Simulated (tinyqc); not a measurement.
Gain against electron density: polytypes and stacking faults of a tetrahedral semiconductor in an axial Ising model with couplings up to third neighbours. Computed by tinyqc, a small Python program. Command: `OMP_NUM_THREADS=1 python tinyqc.py 3022510 3022511 out.jsonl polytype walk`. One thread of a shared host (Intel(R) Xeon(R) Processor @ 2.30GHz), about 0.01 s of CPU time with the checks.

Each double layer has s = +1 or -1 for the sense of its stacking step; E per pair of atoms = E0 - sum_n J_n <s_i s_(i+n)>, n = 1, 2, 3. Hexagonality h = (1 - <s_i s_(i+1)>)/2.

Inputs (values chosen for the exercise, of the order of those of ZnS for J, a, G and the gaps):

| quantity | value | unit |
|---|---|---|
| J1 | 2.07 | meV/pair |
| J2 | -0.0726 | meV/pair |
| J3 | 0.05 | meV/pair |
| basal lattice constant a | 3.82 | angstrom |
| binding energy of the fault level E_b | 0.12 | eV |
| in-plane mass m | 0.35 | m0 |
| effective density of states N_c at 300 K | 1.8e+19 | 1/cm^3 |
| temperature T | 600 | K |

Host polytype: 3C.

Constants: 1 eV/angstrom^2 = 16.02176634 J/m^2; m_0 = 9.1093837015e-31 kg; hbar = 1.054571817e-34 J s; k_B = 1.380649e-23 J/K; k_B = 8.617333262e-05 eV/K.

Method. Faults in 3C: the sequences intrinsic (-), extrinsic (--), twin boundary (+ turns to -) are put between perfect repeats; k_n = (layers x C_n of the host) - sum_i s_i s_(i+n). gamma = sum k_n J_n/A, A = (sqrt 3/2) a^2; 1 meV/angstrom^2 = 16.02177 mJ/m^2. The fault binds electrons in a two-dimensional band E_b below the conduction edge, g2 = m m0/(pi hbar^2) for one valley. With the Fermi level held by the bulk, eta = ln[n/N_c(T)], N_c(T) = N_c (T/300)^1.5, the grand potential falls by g2 (k_B T)^2 F1(x), x = eta + E_b/(k_B T), F1(x) = integral from 0 to infinity of ln(1 + exp(x - t)) dt; sheet density g2 k_B T ln(1 + e^x). Band bending by the trapped charge is left out, so the gain is an upper bound.

fault coefficients k_n:
```
               J1  J2  J3
intrinsic       4   4   4
extrinsic       4   8   8
twin boundary   2   4   6
```

energy of the glide fault, intrinsic = 10.3828 mJ/m^2

At T:

| n (1/cm^3) | x | sheet density (1/cm^2) | gain (mJ/m^2) | gain/gamma | gain/gamma at T + 200 K |
|---|---|---|---|---|---|
| 1.00e+14 | -1.0820e+01 | 1.5122e+08 | 1.2527e-05 | 1.2065e-06 | 7.7988e-07 |
| 1.00e+15 | -8.5169e+00 | 1.5121e+09 | 1.2527e-04 | 1.2065e-05 | 7.7986e-06 |
| 1.00e+16 | -6.2144e+00 | 1.5108e+10 | 1.2521e-03 | 1.2059e-04 | 7.7974e-05 |
| 1.00e+17 | -3.9118e+00 | 1.4973e+11 | 1.2465e-02 | 1.2006e-03 | 7.7846e-04 |
| 1.00e+18 | -1.6092e+00 | 1.3786e+12 | 1.1951e-01 | 1.1510e-02 | 7.6614e-03 |
| 5.00e+18 | 2.4901e-04 | 5.2407e+12 | 5.1515e-01 | 4.9616e-02 | 3.5926e-02 |
| 2.00e+19 | 1.3865e+00 | 1.2168e+13 | 1.4843e+00 | 1.4296e-01 | 1.2004e-01 |

What follows from these numbers?

For x well below 0 the gain is k_B T times the sheet density and linear in n; for x well above 0 the well fills and the gain grows only about as x^2. It stays below the fault energy in all rows; 200 K more changes it by a factor 0.65 at 1e16.
